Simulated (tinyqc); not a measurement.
Energy and delay of logic against supply voltage: two steps of the calculation.

One expression serves below and above threshold: I(Vg) = Ik [ln(1 + exp((Vg - VT + dd V)/(al nf Vt)))]^al, with I_on = I(V) and I_off = I(0). Gate delay td = kd C V/I_on, clock period LD td. Per gate and cycle the switching energy is act C V^2 and the leakage energy I_off V LD td. No short-circuit current, no variation. Minima are sought above 0.09 V; below a few Vt gates no longer switch and the model has no meaning.

Inputs (values chosen for the exercise); values of the order met in logic technologies:
```
symbol,value,unit,meaning
T,358,K,temperature
VT,0.33,V,threshold voltage at zero drain bias
nf,1.36,,slope factor
dd,0.08,,barrier lowering per volt of supply
Ik,0.31,uA,specific current of a gate
al,1.53,,exponent of the current law
C,2.2,fF,load capacitance of a gate
kd,0.6,,delay factor
LD,30,,logic depth
act,0.1,,activity factor
V,0.85,V,supply voltage
```

Constants: q = 1.602176634e-19 C, kB = 1.380649e-23 J/K, Vt = kB T/q. Results are converted to the units shown.

Task 1. Currents, delay and energies. I_on, I_off, td, clock frequency 1/(LD td), both energies and their sum.

Find: I_on; I_off; td; clock frequency; switching energy; leakage energy; energy.

Result 1.

I_on = 9.185 uA
I_off = 0.5940 nA
td = 122.2 ps
clock frequency = 0.2729 GHz
switching energy = 158.9 aJ
leakage energy = 1.850 aJ
energy = 160.8 aJ

I_on/I_off = 15500; leakage makes up 1.15 % of the energy.

Task 2. New V. Minimum-energy supply: E(V) is the energy per gate and cycle; with h = 0.001 V, E' = (E(V + h) - E(V - h))/(2 h), E'' = (E(V - h) - 2 E(V) + E(V + h))/h^2, V(new) = V - E'/E''.

V after iteration 1 = 0.23789304 V

Give: E'; E''; V after iteration 2.

Result 2.

E' = -11.49 aJ/V
E'' = 1934 aJ/V^2
V after iteration 2 = 0.2438 V

tinyqc, about 0.01 s, one thread, Intel Xeon 2.30GHz (shared host): `OMP_NUM_THREADS=1 python tinyqc.py 2082093 2082094 out.jsonl`
